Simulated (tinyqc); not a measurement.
# Interface traps from C-V curves, high-low and Terman methods: two studies

MOS capacitor on an n-type substrate; psi is the band bending, negative in depletion; only majority carriers are counted. At the bending psi the Fermi level lies y = xi - psi below the conduction edge at the surface, xi = Vt ln(Nc/Nd). Dit(y) = D0 + D1 exp(-y/E1); traps fill up to the Fermi level, follow the bias and a slow signal, and do not follow a fast one. V is the gate voltage from flat band.

Parameters, values chosen for the exercise; band and dielectric values close to those of gallium arsenide: temperature T = 300 K; relative permittivity eps_r = 12.7; conduction-band density of states at T Nc = 4.46e17 cm^-3; donor density Nd = 3.1e15 cm^-3; equivalent oxide thickness EOT = 6.5 nm; trap density far from the band edge D0 = 1.5e11 cm^-2 eV^-1; band-tail density at the conduction edge D1 = 2.8e12 cm^-2 eV^-1; decay energy of the tail E1 = 0.06 eV.

Constants: q = 1.602176634e-19 C, kB = 1.380649e-23 J/K, Vt = kB T/q, eps0 = 8.8541878128e-14 F/cm where lengths are in cm. Results are converted to the units shown.

Each table varies one quantity; the others keep the values above.

## Subthreshold swing with traps

Cox = 3.9 eps0/EOT, LD = sqrt(eps0 eps_r Vt/(q Nd)), u = psi/Vt, Cd = (eps0 eps_r/(sqrt(2) LD)) |exp(u) - 1|/sqrt(exp(u) - u - 1). At psi = -0.313 V the swing of a transistor with this gate would be S = Vt ln 10 (1 + (Cd + q Dit)/Cox), Dit as above.

Results:
```
D0 (cm^-2 eV^-1),Dit (cm^-2 eV^-1),q Dit/Cox,S (mV/decade)
8.5e9,1.029e10,0.003102,63.21
2.5e10,2.679e10,0.008078,63.50
7.3e10,7.479e10,0.02255,64.36
6.2e11,6.218e11,0.1875,74.18
1.8e12,1.802e12,0.5434,95.37
5.3e12,5.302e12,1.599,158.2
1.5e13,1.500e13,4.524,332.3
```

Estimate the missing row, D0 = 2.1e11 cm^-2 eV^-1.

Computed row:
```
D0 (cm^-2 eV^-1),Dit (cm^-2 eV^-1),q Dit/Cox,S (mV/decade)
2.1e11,2.118e11,0.06387,66.82
```

With this row back in the table: S rises from 63.2 to 332 mV/decade; without traps it is 63.0. The traps add 10 mV/decade at Dit = 5.57e11 cm^-2 eV^-1 and equal Cox at 3.32e12.

## Effect of the oxide thickness on the signal

Ideal V0 = psi - sqrt(2) (eps0 eps_r Vt/LD) sqrt(exp(u) - u - 1)/Cox for psi < 0; the traps add dV = (q/Cox) times the integral of Dit from 0 to psi = (q/Cox) [D0 psi + D1 E1 exp(-xi/E1) (exp(psi/E1) - 1)]. 1/C_HF = 1/Cox + 1/Cd, 1/C_LF = 1/Cox + 1/(Cd + q Dit). All at psi = -0.313 V.

Result of one run:
```
EOT (nm),dV (mV),C_HF (nF/cm^2),C_LF (nF/cm^2),(C_LF - C_HF)/Cox (%)
26,-80.33,25.25,39.14,10.46
```

What becomes of these results when the equivalent oxide thickness EOT is changed from 26 to 4.4 nm, all else the same?

Result of the changed run:
```
EOT (nm),dV (mV),C_HF (nF/cm^2),C_LF (nF/cm^2),(C_LF - C_HF)/Cox (%)
4.4,-13.59,29.99,51.84,2.783
```

The whole series:
```
EOT (nm),dV (mV),C_HF (nF/cm^2),C_LF (nF/cm^2),(C_LF - C_HF)/Cox (%)
1.4,-4.325,30.80,54.28,0.9522
2.5,-7.724,30.50,53.36,1.655
4.4,-13.59,29.99,51.84,2.783
8,-24.72,29.08,49.18,4.656
14,-43.25,27.68,45.31,7.145
26,-80.33,25.25,39.14,10.46
46,-142.1,22.03,31.91,13.16
```

The stretch-out grows in proportion to the EOT, from -4.33 to -142 mV, so thin oxides leave Terman's method little to read; the high-low gap rises from 0.952 to 13.2 % of Cox.

Program tinyqc, `OMP_NUM_THREADS=1 python tinyqc.py 2030137 2030138 out.jsonl`; Intel Xeon 2.30GHz, shared host, one thread, about 0.01 s.
